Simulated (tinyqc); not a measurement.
Plasmons of a degenerate electron gas in the random-phase approximation: one step. The dielectric function at one point. Four cases, with inputs chosen for the exercise.

Task: E in eV is E/1000. Give also the loss function Im(-eb/eps).

Lindhard function: eps(q, E)/eb = 1 + (qTF/q)^2 (f1 + i f2) with z = q/(2 kF), u = E/(hbar vF q), hbar vF = 2 c kF/m; f1 = 1/2 + [h(z - u) + h(z + u)]/(8 z), h(x) = (1 - x^2) ln|(x + 1)/(x - 1)|; f2 = pi u/2 for z + u < 1, (pi/(8 z))(1 - (z - u)^2) for |z - u| < 1 < z + u, else 0. Pairs exist for c (q^2 - 2 q kF)/m < E < c (q^2 + 2 q kF)/m.

Case 1.

Values chosen (out of a larger set: mass and background constant near those of InP; polar phonons, which mix with the plasmon in the real crystal, and the rise of the mass with filling are left out; not measured data): q = 0.00805 1/angstrom (wave vector); E = 12.8 meV (energy transfer).

kF = 0.03287513 1/angstrom
qTF = 0.02550572 1/angstrom
hbar vF = 3.162971 eV angstrom

Case 2.

Values chosen (out of a larger set: mass and background constant near those of GaN; polar phonons, which mix with the plasmon in the real crystal, and the rise of the mass with filling are left out; not measured data): q = 0.0549 1/angstrom (wave vector); E = 64.3 meV (energy transfer).

kF = 0.03618376 1/angstrom
qTF = 0.05660474 1/angstrom
hbar vF = 1.392520 eV angstrom

Case 3.

Values chosen (out of a larger set: mass and background constant near those of GaN; polar phonons, which mix with the plasmon in the real crystal, and the rise of the mass with filling are left out; not measured data): q = 0.0303 1/angstrom (wave vector); E = 13.8 meV (energy transfer).

kF = 0.03541366 1/angstrom
qTF = 0.05622902 1/angstrom
hbar vF = 1.349254 eV angstrom

Case 4.

Values chosen (out of a larger set: mass and background constant near those of GaAs; polar phonons, which mix with the plasmon in the real crystal, and the rise of the mass with filling are left out; not measured data): q = 0.052 1/angstrom (wave vector); E = 73.8 meV (energy transfer).

kF = 0.05493760 1/angstrom
qTF = 0.02861067 1/angstrom
hbar vF = 6.201815 eV angstrom

Give: z, u; f1, f2; eps/eb; loss function.

Result:

Case 1.

z, u: 0.1224  0.5027

f1, f2: 0.7130  0.7897

eps/eb = 8.157+7.927i
loss function = 0.061

Case 2.

z, u: 0.7586  0.8411

f1, f2: 0.0962  0.5141

eps/eb = 1.102+0.547i
loss function = 0.361

Case 3.

z, u: 0.4278  0.3376

f1, f2: 0.7967  0.5302

eps/eb = 3.744+1.826i
loss function = 0.105

Case 4.

z, u: 0.4733  0.2288

f1, f2: 0.8573  0.3595

eps/eb = 1.260+0.109i
loss function = 0.068

The point lies inside the pair continuum, so eps has an imaginary part.

Computed by tinyqc, one run a case: `OMP_NUM_THREADS=1 python tinyqc.py N N+1 out.jsonl` with N = 1651884, 1652360, 1652425, 1681133; one thread of a shared Intel(R) Xeon(R) Processor @ 2.30GHz, about 0.01 s a run at most.
